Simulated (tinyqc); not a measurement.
# Debye-Callaway model of lattice thermal conductivity, step by step

A worked calculation. Computed by tinyqc, a small Python program that keeps every step. Command: `OMP_NUM_THREADS=1 python tinyqc.py 3009873 3009874 out.jsonl callaway walk`. One thread of a shared host (Intel(R) Xeon(R) Processor @ 2.30GHz), about 0.01 s of CPU time with the checks. Intermediate numbers are printed to about 7 digits and carried at full precision; extremes and crossings named in words are read from the listed rows.

Three acoustic branches with one velocity v, cut at omega_D = k_B Theta/hbar; x = hbar omega/(k_B T). v and Theta are separate inputs: Theta cuts off the heat-carrying modes, so C need not reach 3 k_B/V. gamma is an effective value that sets the umklapp rate. Heat flows along the film.

Inputs (values chosen for the exercise, for a model crystal):
```
quantity,value,unit
sound velocity v,10500,m/s
Debye temperature Theta,900,K
volume per atom V,29.4,angstrom^3
mean atomic mass M,83.1,u
effective Grueneisen parameter gamma,2.02,-
umklapp exponent divisor b,2.5,-
mass variance Gamma,0.00036,-
film thickness t,1.5,micrometre
specularity p,0.8,-
temperature T,300,K
probe frequency omega/omega_D,0.44,-
```

Sample: film. Point defects: isotopes. Normal processes: left out.

Constants: k_B = 1.380649e-23 J/K; hbar = 1.054571817e-34 J s; u = 1.6605390666e-27 kg.

## Mass-fluctuation parameter

Gamma is given directly by the isotope mixture. A = V Gamma/(4 pi v^3).

Gamma = 3.60e-04

Rayleigh coefficient A = 7.275655e-46 s^3

## Scattering rates at one frequency

Rates: point defects A omega^4; umklapp B omega^2 T exp(-Theta/(b T)) with B = hbar gamma^2/(M v^2 Theta). Film: the bulk time tau of each mode, from the resistive rates above, is multiplied by the Fuchs-Sondheimer factor F = (3/2) int_0^1 (1 - u^2) [1 - (1 - p) (u/d) (1 - E)/(1 - p E)] du, with E = exp(-d/u), d = t/(v tau), by 48 Gauss-Legendre points in z with u = z^4; the boundary rate is defined as 1/(F tau) - 1/tau. The resistive time is tau_R = 1/(boundary + point-defect + umklapp rates), and the free path is v tau_R.

omega = 5.184445e+13 rad/s

Rates:
```
process,rate (1/s),rate x tau_R
boundaries,5.418874e+08,0.04034621
point defects,5.256314e+09,0.3913587
umklapp,7.632735e+09,0.5682951
```

tau_R = 7.445497e-11 s

free path = 781.7772 nm

The strongest resistive process at this frequency: umklapp, 57 % of the resistive rate.

## The integrand on a coarse grid

x runs in ten equal steps to min(Theta/T, 12); g = x^4 e^x/(e^x - 1)^2; tau_C is the inverse of all rates summed; the last column is c tau_C g with c = (k_B/(2 pi^2 v)) (k_B T/hbar)^3.

Integrand:
```
x,g,tau_C (s),c tau_C g (W/(m K))
0.3,0.089328,1.183794e-09,426.7891
0.6,0.349392,4.310603e-10,607.8549
0.9,0.757470,1.913616e-10,585.0187
1.2,1.278965,9.576995e-11,494.3531
1.5,1.871659,5.219230e-11,394.2599
1.8,2.490566,3.039358e-11,305.5126
2.1,3.092583,1.868455e-11,233.2133
2.4,3.640332,1.201885e-11,176.5847
2.7,4.104762,8.033877e-12,133.0953
3.0,4.466421,5.549654e-12,100.0403
```

Among these rows the integrand is largest at x = 0.60.

## Thermal conductivity

kappa_1 = c int tau_C g dx, g = x^4 e^x/(e^x - 1)^2, c = (k_B/(2 pi^2 v)) (k_B T/hbar)^3, over 0 < x < min(Theta/T, 40), by 96 Gauss-Legendre points in s with x = x_max s^2; tau_C = tau_R, the inverse of the summed rates, and kappa = kappa_1. Heat capacity C = 3 c int g dx / v^2; grey free path 3 kappa/(C v); the median free path v tau_C halves kappa_1 when the quadrature points are ordered by free path (each counted at half its weight, interpolated in the logarithm); likewise at 10 % and 90 %.

kappa_1 = 1029.066 W/(m K)

kappa = 1029.066 W/(m K)

heat capacity C = 655072.8 J/(m^3 K)

grey free path = 448.8339 nm

median free path = 1270.534 nm

free path at 10 % of kappa_1 = 149.2284 nm

free path at 90 % of kappa_1 = 9014.700 nm

The median free path is 2.8 times the grey one: a small share of the heat capacity, at low frequency, carries much of the heat. The middle 80 % of kappa_1 spans a factor 60 in free path.

## Leaving out one process at a time

The formulas are those given above.

Conductivity at T:
```
case,kappa (W/(m K)),ratio to all
all processes,1029.066,1
without point defects,1794.180,1.743504
without boundaries,1384.908,1.345792
```

Removing point defects raises kappa most, by a factor 1.74; removing boundaries gives only 1.35.

## Conductivity against temperature

The formulas are those given above.

Kappa (W/(m K)):
```
T (K),all processes,without point defects
54,797.2336,3654.122
90,1347.637,5936.066
150,1537.205,4694.463
270,1126.163,2104.373
450,690.7878,977.5412
720,413.5900,504.4045
1200,234.3006,261.3372
```

kappa peaks among these rows at 150 K (T/Theta = 0.167) with 1540 W/(m K). The exponent d ln kappa/d ln T is 1.03 at the cold end and -1.11 at the hot end, near the 1/T law of umklapp scattering, which rules there. Point defects cost most at 54 K, a factor 4.58.

Checks made by the program: heat capacity against the Debye function (relative difference below 1e-10).
